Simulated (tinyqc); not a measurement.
Against the doping: band-to-band tunnelling and avalanche in a reverse-biased abrupt junction. Computed by tinyqc, a small Python program. Command: `OMP_NUM_THREADS=1 python tinyqc.py 3011482 3011483 out.jsonl zener walk`. One thread of a shared host (Intel(R) Xeon(R) Processor @ 2.30GHz), about 0.01 s of CPU time with the checks.

Direct Kane tunnelling in the local field (for indirect gaps the mass is an effective fit) and one ionisation coefficient for both carriers. N is the doping of the light side, or N_A N_D/(N_A + N_D) for the symmetric junction; the built-in voltage is taken as E_g/e.

Inputs (values chosen for the exercise, modelled on silicon): band gap at 300 K, E_g = 1.09 eV; gap narrowing with temperature, -dE_g/dT = 0.26 meV/K; reduced tunnelling mass m_r = 0.17 m_0; permittivity eps = 11.7; ionisation prefactor a = 1.1e+06 1/cm; ionisation field at 300 K, b = 1.66e+06 V/cm; relative rise of b with temperature = 8.4 1e-4/K; effective doping N = 6.1e+18 1/cm^3; current density that defines tunnel breakdown, J_0 = 1 A/cm^2; temperature T = 300 K.

Junction: one-sided.

Constants: eps_0 = 8.8541878128e-12 F/m; e = 1.602176634e-19 C; m_0 = 9.1093837015e-31 kg; hbar = 1.054571817e-34 J s.

Method:
- E_g(T) = E_g - (T - 300 K)(-dE_g/dT); b(T) = b [1 + (rise)(T - 300 K)]; w = sqrt(2 eps eps_0 (V_R + E_g/e)/(e N)); F_m = 2 (V_R + E_g/e)/w; the field falls linearly from F_m to 0 across w.
- Kane: G(F) = A F^2 exp(-B/F), A = e^2 sqrt(m_r)/(18 pi hbar^2 sqrt(E_g)), B = pi sqrt(m_r) E_g^(3/2)/(2 e hbar), SI units; J = e int G dx x V_R/(V_R + E_g/e), the last factor making J vanish at zero bias; int G dx = (w/F_m) int_0^F_m G dF by 64 Gauss-Legendre points.
- Avalanche: I = (w/F_m) int_0^F_m a exp(-b/F) dF by 64 Gauss-Legendre points, M = 1/(1 - I), breakdown at I = 1.
- V_Z solves J = J_0 and V_A solves I = 1; the lower one is the breakdown voltage; temperature coefficients by a central difference of +/- 10 K.

Breakdown:
```
N (1/cm^3)     V_Z (V)  V_A (V)  F_m at breakdown (MV/cm)       first
1.20e+17    4.8592e+01   12.340                    0.7060   avalanche
3.00e+17    2.0479e+01    7.731                    0.9048   avalanche
7.30e+17    8.5681e+00    5.271                    1.1985   avalanche
1.80e+18    3.2387e+00    3.966                    1.5525  tunnelling
3.70e+18    1.2442e+00    3.517                    1.6345  tunnelling
6.10e+18    4.8475e-01    3.473                    1.7238  tunnelling
1.20e+19    3.2223e-02    3.790                    2.0410  tunnelling
```

The mechanism changes between 7.30e17 and 1.80e18 per cm^3. Across the table V_Z + E_g/e scales as N^-0.82 and V_A as N^-0.26: tunnelling needs a nearly fixed field, while avalanche in a thinner layer needs a higher one. Rows with V_Z below E_g/e understate it, since the local Kane formula overestimates the current there. Rows with V_A below about 5 E_g/e understate it, since the local law ignores the distance a carrier needs to reach the ionisation energy; silicon and germanium junctions change over near 4 to 6 E_g/e.

Extremes, crossings and ranges named in words are read from the listed rows.
